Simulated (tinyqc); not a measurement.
Thermal RC ladder, step response: single pulses of growing length.

A ladder of 2 nodes: R_i joins node i to node i + 1, the last R to the ambient; C_i is the heat capacity of node i; theta is the rise above ambient, zero at t = 0. d theta/dt = -A theta + b with b = (Pw/C_1, 0, ...), times in ms.

A = C^(-1) K, K_ii = 1/R_(i-1) + 1/R_i (no first term for node 1), K_(i,i+1) = K_(i+1,i) = -1/R_i. The time constants tau_k are the inverse eigenvalues of A; the rise of node 1 per watt is Z(t) = sum_k r_k (1 - exp(-t/tau_k)), with r_k = v_k1^2 tau_k/C_1 and v_k the unit eigenvectors of C^(-1/2) K C^(-1/2).

Values chosen for this exercise: resistances, junction to ambient R = [0.29, 0.18] K/W; heat capacities of the nodes C = [0.62, 1.7] mJ/K; power at node 1 from t = 0 Pw = 6.1 W.

Single pulses of growing length:
```
t (ms)  Z(t) (K/W)   Z/sum R  t/C_1 (K/W)  rise (K)
0.023     0.034856  0.074161     0.037097   0.21262
0.037     0.054070   0.11504     0.059677   0.32982
0.061     0.083973   0.17867     0.098387   0.51224
0.1        0.12575   0.26755      0.16129   0.76707
0.16       0.17752   0.37771      0.25806    1.0829
0.27       0.24675   0.52500      0.43548    1.5052
0.44       0.31717   0.67483      0.70968    1.9347
0.72       0.38529   0.81976       1.1613    2.3503
1.2        0.43866   0.93332       1.9355    2.6758
1.9        0.46263   0.98432       3.0645    2.8220
```

Z rises from 0.0349 to 0.463 K/W, against 0.470 K/W in the steady state. In the first row it is 6.0 % below t/C_1, the limit in which only the first heat capacity is charged. It passes half of the steady value at t = 0.27 ms among the rows.

tinyqc, about 0.01 s, one thread, Intel Xeon 2.30GHz (shared host): `OMP_NUM_THREADS=1 python tinyqc.py 2520103 2520104 out.jsonl`
